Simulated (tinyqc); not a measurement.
Worked calculation: sputter depth profiling of a dopant layer: erosion rate, quantification and the mixing-roughness response. Computed by tinyqc, a small Python program that keeps every step. Command: `OMP_NUM_THREADS=1 python tinyqc.py 3019594 3019595 out.jsonl sims walk`. One thread of a shared host (Intel(R) Xeon(R) Processor @ 2.30GHz), about 0.04 s of CPU time with the checks. Intermediate numbers are printed to about 6 digits and carried at full precision; extremes and crossings named in words are read from the listed rows.

A rastered ion beam erodes silicon (49.94 atoms per nm^3). The measured profile is the true one convolved with a depth response.

Inputs (values chosen for the exercise, modelled on a dopant in silicon under an oxygen or caesium beam): beam energy E = 3.2 keV; beam current = 420 nA; raster side = 300 um; sputter yield at 1 keV = 1; mixing length at 1 keV = 1.6 nm; roughness sigma = 1.4 nm; depth of the top edge z0 = 17 nm; box width b = 21 nm; box concentration C = 3e+20 1/cm^3; relative sensitivity factor RSF = 5.1e+21 1/cm^3; matrix count rate = 1.1e+06 1/s; background count rate = 1.8 1/s; counting time per point = 0.5 s; level that defines the junction C_B = 6e+16 1/cm^3.

True profile: box.

Constants: e = 1.602176634e-19 C.

## Erosion and sensitivity

Scaling chosen for the exercise: yield Y = Y1 E^0.5, mixing length w = w1 E^0.5 (E in keV). Erosion rate = Y I/(e x raster^2 x density); depth step = rate x counting time; concentration = RSF x counts/matrix counts; detection limit = RSF x 3 sqrt(background x time)/(matrix rate x time).

yield Y = 1.78885

mixing length w = 2.86217 nm

erosion rate = 1.04333 nm/s

depth step = 0.521666 nm

detection limit = 2.63906e+16 1/cm^3

Caution: with so few background counts Poisson statistics, not 3 sqrt(N), set the true limit.

## Measured shape

Mixing alone turns a layer at z0 into (1/w) exp(-(z - z0 + w)/w) for z > z0 - w; roughness adds a Gaussian of width sigma. With x = z - z0 + w: g(x) = (1/(2w)) exp(sigma^2/(2 w^2) - x/w) erfc((sigma/w - x/sigma)/sqrt2), and its integral G(x) = (1/2) erfc(-x/(sigma sqrt2)) - w g(x). Measured: C [G(x) - G(x - b)]. Find the maximum, the full width at half maximum and the deep point where the profile falls to C_B; far down, the trailing edge decays by w ln(10) per decade.

depth of the maximum = 31.3208 nm

peak concentration = 2.99040e+20 1/cm^3

full width at half maximum = 21.0184 nm

apparent junction depth = 59.8560 nm

trailing slope = 6.59038 nm/decade

The true deep edge lies at 38 nm, so the junction appears 21.9 nm too deep. The peak reaches 99.7 % of the true concentration.

## Moments

Convolution adds means and variances: the response has mean 0 (shift -w plus exponential mean w) and variance w^2 + sigma^2; a box adds the mean b/2 and the variance b^2/12.

centroid = 27.5 nm

standard deviation = 6.84850 nm

maximum minus centroid = 3.82084 nm

The centroid stays at the true position while the maximum lies deeper, so depth is read from the centroid.

## Points of the profile

Counts = concentration x matrix rate x time/RSF + background x time; relative noise 1/sqrt(counts). Depths are z0 - w + k (w + sigma), k = -0.5, 0, 0.5, 1, 2, 3, 5, 8, 12.

Profile:
```
k      z (nm)  measured (1/cm^3)       counts  relative noise
-0.5  12.0067        3.42828e+18  3.70617e+02        0.051944
0.0   14.1378        4.43799e+19  4.78697e+03        0.014453
0.5   16.2689        1.44433e+20  1.55770e+04        0.008012
1.0   18.4000        2.23786e+20  2.41346e+04        0.006437
2.0   22.6622        2.82796e+20  3.04985e+04        0.005726
3.0   26.9243        2.96119e+20  3.19353e+04        0.005596
5.0   35.4487        2.43167e+20  2.62248e+04        0.006175
8.0   48.2352        3.47898e+18  3.76084e+02        0.051565
12.0  65.2838        9.00640e+15  1.87128e+00        0.731023
```

## Beam energy: resolution against speed

Width = full width at half maximum; the apparent junction is the deep point where the profile falls to C_B; time to profile to twice z0 = 2 z0/erosion rate, at fixed current.

Measured values:
```
E (keV)   w (nm)  peak (1/cm^3)  width (nm)  apparent junction (nm)  time (min)
0.15     0.61968    2.99974e+20     21.0003                 44.2386     2.50862
0.25     0.80000    2.99978e+20     21.0003                 45.2387     1.94317
0.50     1.13137    2.99983e+20     21.0002                 47.3709     1.37403
1.00     1.60000    2.99972e+20     21.0004                 50.6400     0.97158
2.00     2.26274    2.99727e+20     21.0048                 55.4424     0.68701
4.00     3.20000    2.98378e+20     21.0325                 62.3567     0.48579
8.00     4.52548    2.93649e+20     21.1503                 72.1916     0.34351
```

From the highest to the lowest energy the width goes from 21.2 to 21.0 nm, towards the floor set by roughness and the box width 21 nm, and the junction error from 34.2 to 6.24 nm, at 7.3 times the time. Extrapolating the tail slope to zero energy separates mixing from real diffusion. Caution: the surface transient, segregation under the beam and the growth of roughness with depth are left out, and real yields fall faster near the sputter threshold.

Checks made by the program: dose under the measured profile (relative difference below 1e-10).
